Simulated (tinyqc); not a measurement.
## MOSFET in saturation, small-signal circuit and noise: gains against frequency

Bias by the inversion coefficient IC = I/Ispec (charge-based model with velocity saturation; weak inversion below 0.1, strong above 10). Common-source circuit: gm, gds, Cgs, Cgd and Cj at the inner nodes, Rg in series with the gate; quasi-static, no source or drain resistance, no gate-body capacitance, no substrate network, no induced gate noise, so fmax is an upper estimate.

Ispec = 2 n mu Cox (W/L) Vt^2, lc = Ls/L, gms = [sqrt((lc IC + 1)^2 + 4 IC) - 1]/[2 + lc (lc IC + 1)], gm = gms Ispec/(n Vt), gds = sg gm. qs = [sqrt(1 + 4 IC) - 1]/2, Cgs = Cox W L qs (2 qs + 3)/(3 (qs + 1)^2) + Cov W, Cgd = Cov W, Cd = Cj W, Rg = Rsh (Wf/L)/(12 Nf) + Rc/W with Nf = W/Wf fingers (not rounded) contacted at both ends. fT = gm/(2 pi (Cgs + Cgd)), fmax = fT/(2 sqrt(Rg (gds + 2 pi fT Cgd))). Inner admittances at w = 2 pi f: y11 = i w (Cgs + Cgd), y12 = -i w Cgd, y21 = gm - i w Cgd, y22 = gds + i w (Cgd + Cd). Invert to Z, add Rg to Z11 and invert back to Y. |h21| = |Y21/Y11|; U = |Y21 - Y12|^2/(4 [Re Y11 Re Y22 - Re Y12 Re Y21]). MSG = |Y21/Y12|; stability factor k = [2 Re Y11 Re Y22 - Re(Y12 Y21)]/|Y12 Y21|.

Values chosen for this exercise:
- T = 273 K (temperature)
- L = 65 nm (gate length)
- W = 5 um (total gate width)
- Cox = 1.85 uF/cm^2 (gate capacitance)
- mu = 300 cm^2/(V s) (mobility)
- n = 1.23 (slope factor)
- Ls = 20 nm (velocity-saturation length)
- sg = 0.086 (ratio gds/gm)
- Cov = 0.45 fF/um (overlap and fringe capacitance per side)
- Cj = 0.42 fF/um (drain junction capacitance)
- Rsh = 15 ohm (sheet resistance of the gate)
- Wf = 0.5 um (finger width)
- Rc = 200 ohm um (gate contact and vertical resistance)
- IC = 0.31 (inversion coefficient)

Constants: q = 1.602176634e-19 C, kB = 1.380649e-23 J/K, Vt = kB T/q. Results are converted to the units shown.

The same in every row: f sqrt(U) (GHz) = 69.75.

Gains against frequency:
```
f (GHz)  |h21| (dB)  U (dB)  MSG (dB)         k
0.14          39.80   53.95     23.88  0.004589
0.26          34.43   48.57     21.19  0.008522
0.48          29.10   43.25     18.52   0.01573
0.9           23.64   37.79     15.80   0.02949
1.7           18.13   32.26     13.04   0.05565
3.1           12.93   27.04     10.44    0.1012
5.9           7.437   21.45     7.692    0.1906
11            2.327   16.04     5.136    0.3432
```

Over the table |h21| falls by 19.8 dB a decade, U by 20.0 and MSG by 9.89. The product f sqrt(U) stays at 69.7 GHz, against fmax = 69.7 GHz from the formula. k stays below one in all rows, so the device is only conditionally stable. In every row fmax exceeds 4 fT, where channel resistance and substrate losses, left out here, would cap it.

Computed by the program tinyqc: `OMP_NUM_THREADS=1 python tinyqc.py 2150008 2150009 out.jsonl`, one thread of a shared Intel Xeon 2.30GHz, about 0.01 s for the whole run.
